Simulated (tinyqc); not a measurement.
Cluster expansion of a binary alloy: correlations, fit, cross-validation and ground states. Changing the second-pair interaction V2. Computed by tinyqc, a small Python program. Command: `OMP_NUM_THREADS=1 python tinyqc.py 3011411 3011412 out.jsonl clex sweep`. One thread of a shared host (Intel(R) Xeon(R) Processor @ 2.30GHz), about 0.1 s of CPU time with the checks.

s = +1 for A and -1 for B. Energy per site E = J0 + J1 P(point) + sum over clusters of m V P, with P the mean product of spins; V > 0 on a pair favours unlike neighbours. Clusters per site m: pair 1 2, pair 2 2, pair 3 2, triplet 4; the triplet is two first-neighbour bonds at a right angle. Formation energies are counted from the line between pure A and pure B, which removes J0 and J1.

Inputs (values chosen for the exercise, for a model alloy): first-pair interaction V1 = 26.8 meV; third-pair interaction V3 = -1.9 meV; triplet interaction Vt = -5.7 meV; noise amplitude = 4 meV/site; temperature T = 2600 K; fraction x of B = 0.76.

Lattice: square.

correlations P, counted on periodic cells, rows A, A3B p(2x2), A3B c(4x2), A2B diagonal rows, A2B rows, AB c(2x2), AB p(2x1), A2B2 rows, AB2 diagonal rows, AB2 rows, AB3 p(2x2), AB3 c(4x2), B, columns point, pair 1, pair 2, pair 3, triplet:
```
[[1.000000, 1.000000, 1.000000, 1.000000, 1.000000],
 [0.500000, 0.000000, 0.000000, 1.000000, -0.500000],
 [0.500000, 0.000000, 0.000000, 0.500000, -0.500000],
 [0.333333, -0.333333, 0.333333, -0.333333, -0.333333],
 [0.333333, 0.333333, -0.333333, 0.333333, 0.333333],
 [0.000000, -1.000000, 1.000000, 1.000000, 0.000000],
 [0.000000, 0.000000, -1.000000, 1.000000, 0.000000],
 [0.000000, 0.500000, 0.000000, 0.000000, 0.000000],
 [-0.333333, -0.333333, 0.333333, -0.333333, 0.333333],
 [-0.333333, 0.333333, -0.333333, 0.333333, -0.333333],
 [-0.500000, 0.000000, 0.000000, 1.000000, 0.500000],
 [-0.500000, 0.000000, 0.000000, 0.500000, 0.500000],
 [-1.000000, 1.000000, 1.000000, 1.000000, -1.000000]]
```

standard normal numbers for the noise (0 for the pure ends): A 0.000, A3B p(2x2) -0.394, A3B c(4x2) 0.536, A2B diagonal rows 0.685, A2B rows -0.549, AB c(2x2) 0.807, AB p(2x1) -0.264, A2B2 rows -0.193, AB2 diagonal rows 0.833, AB2 rows -1.293, AB3 p(2x2) -0.687, AB3 c(4x2) -0.206, B 0.000

Constants: k_B = 8.617333262e-05 eV/K.

Method:
- Design matrix of formation energies: m (P - 1) for pairs and m (P(triplet) - P(point)) for the triplet; x = (1 - P(point))/2.
- Exact: X V with V = (V1, V2, V3, Vt). The data to fit add the noise amplitude times the normal numbers, standing for what the clusters leave out.
- Leave out pair 3: A = X^T X and b = X^T E (E being the data with noise) over these three columns; solve A V = b. The root-mean-square error runs over the structures between the pure ends.
- For each set, H = X (X^T X)^-1 X^T over the structures between the ends; residual e = E - H E; leave-one-out error e_i/(1 - H_ii); both as root mean squares.
- Height above the hull = E less the lowest straight line between two structures that bracket x (or the lowest structure at the same x). The three-term fit is X V with the fitted values.
- Random alloy: P(pair) = p^2, P(triplet) = p^3, p = 1 - 2x, so H_mix = (p^2 - 1) sum m V(pairs) + (p^3 - p) m Vt; G_mix = H_mix + k_B T [x ln x + (1 - x) ln(1 - x)]. To first order in 1/T the Warren-Cowley parameter of shell 1 is alpha_1 = -(1 - p^2) V_eff/(k_B T), V_eff = V1 + (number of triplets on a first-neighbour bond) p Vt, that number being 4.

One run for each value; columns: (1) second-pair interaction V2 (meV); (2) lowest exact formation energy (meV/site); (3) mixing enthalpy H_mix (meV/site); (4) leave-one-out error without pair 3 (meV/site):
```
(1)       (2)      (3)     (4)
-21.0  -107.2  -14.341  4.8914
-16.0  -107.2  -21.637  4.8914
-11.0  -107.2  -28.933  4.8914
-5.4   -107.2  -37.105  4.8914
0.0    -107.2  -44.984  4.8914
5.4    -107.2  -52.864  4.8914
11.0   -107.2  -61.035  4.8914
16.0   -117.6  -68.331  4.8914
21.0   -137.6  -75.627  4.8914
```

What does the table show?

Over the rows, lowest exact formation energy (meV/site) falls from -107 to -138, flat over part of the range; mixing enthalpy H_mix (meV/site) falls from -14.3 to -75.6; leave-one-out error without pair 3 (meV/site) does not change.

Extremes, crossings and ranges named in words are read from the listed rows.
